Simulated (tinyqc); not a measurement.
# Trapped share and trap depth from dynamic on-resistance

Question. Traps remove the share ft of the electrons in the drain access (length Ld, sheet resistance Rsh before stress), so Ron grows by Rsh Ld ft/(1 - ft). The recovery time goes as T^(-2) exp(q Ea/(kB T)). Find ft and Ea.

Parameters, values chosen for the exercise: drain access length Ld = 2 um.

Constants: q = 1.602176634e-19 C, kB = 1.380649e-23 J/K. Results are converted to the units shown.

Ron before and just after an off-state stress (ohm mm): [1.5443991, 1.8121725]
Rsh = 401.66005 ohm
recovery times at 340 and 390 K (s): [21, 1.8701101]

Answer. The rise of Ron over Rsh Ld is ft/(1 - ft); ln(t T^2) is linear in 1/T.

ft = 0.2500
Ea = 0.4900 eV

tinyqc, about 0.02 s, one thread, Intel Xeon 2.30GHz (shared host): `OMP_NUM_THREADS=1 python tinyqc.py 2570072 2570073 out.jsonl`
